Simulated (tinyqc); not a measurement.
What each parameter does: ellipsoidal valleys in the axes of a wafer and a channel.

Valleys with axes a along x, y and z, two valleys each; inverse mass tensor w = 1/mt + (1/ml - 1/mt) a a. Device axes: z = nz/|nz|, x = nx/|nx|, y = z cross x; in them a = (ax, ay, az). Confinement mass mz = 1/w_zz. In the plane w_ij is replaced by u_ij = w_ij - w_iz w_jz/w_zz (i, j = x, y); density-of-states mass md = 1/sqrt(det u); conductivity mass along x mc = 1/u_xx; ballistic transport mass mx = u_yy/det u, width mass my = 1/u_yy.

Hard walls: E_n = c (n pi/t)^2/mz, c = hbar^2/2m0, n = 1, 2, 3. Non-degenerate share of a valley proportional to md sum_n exp(-E_n/kT); mean 1/mc = sum of share/mc. 1 nm = 10 angstrom.

Constants: hbar^2/2m0 = 3.80998211 eV angstrom^2; kB = 8.617333262e-05 eV/K.

Inputs chosen for the exercise (near those of the Delta valleys of Si; shifted at random, so the results belong to these values and not to a real crystal):
- ml = 0.915 m0 (longitudinal mass)
- mt = 0.189 m0 (transverse mass)
- nz = (2, 1, 0) (surface normal (confinement))
- nx = (0, 0, 1) (channel direction)
- t = 8.9 nm (thickness of the film)
- T = 300 K (temperature)

Lowest E1, its share and the mean conductivity mass. Each row changes one parameter from the base and keeps the others.

Results:
```
case           lowest E1 (meV)   share  mean mc (m0)
base                      9.17  0.4146        0.2426
ml = 0.824 m0             9.63  0.4121        0.2410
mt = 0.208 m0             8.72  0.4052        0.2666
t = 8.01 nm              11.33  0.4341        0.2394
T = 330 K                 9.17  0.4072        0.2438
```

The largest shifts from the base row, up to three for each result and ties (the steps differ in size, so this ranks the rows, not the parameters). lowest E1 (meV): t +2.15, mt -0.46, ml +0.46; unchanged at the printed digits by T. share: t +0.0194, mt -0.0094, T -0.0074. mean mc (m0): mt +0.0240, t -0.0031, ml -0.0016.

Run: tinyqc, `OMP_NUM_THREADS=1 python tinyqc.py 1880718 1880719 out.jsonl`; Intel(R) Xeon(R) Processor @ 2.30GHz, one thread, shared host; about 0.01 s of CPU time with all checks.
